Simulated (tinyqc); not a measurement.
What each parameter does: inter-valley coupling by envelope functions against a chain of atomic planes.

Chain: E(phi) = e0 + 2 v cos(phi) + 2 u cos(2 phi), cos(phi0) = -v/(4u), e0 = 2u + v^2/(4u); plane j = 0, 1, ... has the potential V_j = dE x_j + F (j - 30) a/4 (1 MV/m = 1e-4 V/angstrom). There are 30 barrier planes a side; with y = j - 29.5, x_j = xb (f(y) + f(Nw - y)), f(y) = 1/(1 + exp(y/L)), plus any Ge added in the well. The valley splitting is the spacing of the two lowest levels. Envelope theory: F_j solves a one-valley chain with hopping -b and diagonal 2b + V_j, b = 4u sin^2(phi0), sum F_j^2 = 1; the valleys couple by Dv = sum_j F_j^2 V_j exp(-2 i phi0 j) and split by 2|Dv|.

Values chosen for the exercise (near those of the Delta valleys of silicon in a SiGe well; the results hold for these values, not for the real material):
- a = 5.431 angstrom (lattice constant; planes lie a/4 apart)
- u = 0.6 eV (second-neighbour hopping)
- v = 0.638 eV (nearest hopping)
- Nw = 50 (planes in the well)
- L = 1.25 planes (interface width)
- xb = 0.27 (Ge fraction of the barriers)
- dE = 0.51 eV (offset per unit Ge fraction)
- F = 8 MV/m (field)
- js = 56 (plane j of a Ge spike (the well starts at j = 30))
- xs = 0.07 (Ge fraction added on that plane)

Chain with the spike on plane js. Each row changes one parameter from the base and keeps the others.

Results:
```
case,level (meV),splitting (micro-eV)
base,28.762,1208.0
Nw = 56,28.709,1216.9
L = 1.75 planes,29.603,1299.4
xb = 0.32,29.308,1279.1
dE = 0.561 eV,29.127,1355.6
F = 10 MV/m,32.644,966.9
js = 59,28.562,806.9
xs = 0.091,28.914,1510.8
```

The largest shifts from the base row, up to three for each result and ties (the steps differ in size, so this ranks the rows, not the parameters). level (meV): F +3.881, L +0.840, xb +0.546. splitting (micro-eV): js -401.1, xs +302.7, F -241.2.

Program tinyqc; command `OMP_NUM_THREADS=1 python tinyqc.py 1480477 1480478 out.jsonl`; about 0.06 s on one thread of a shared Intel(R) Xeon(R) Processor @ 2.30GHz.
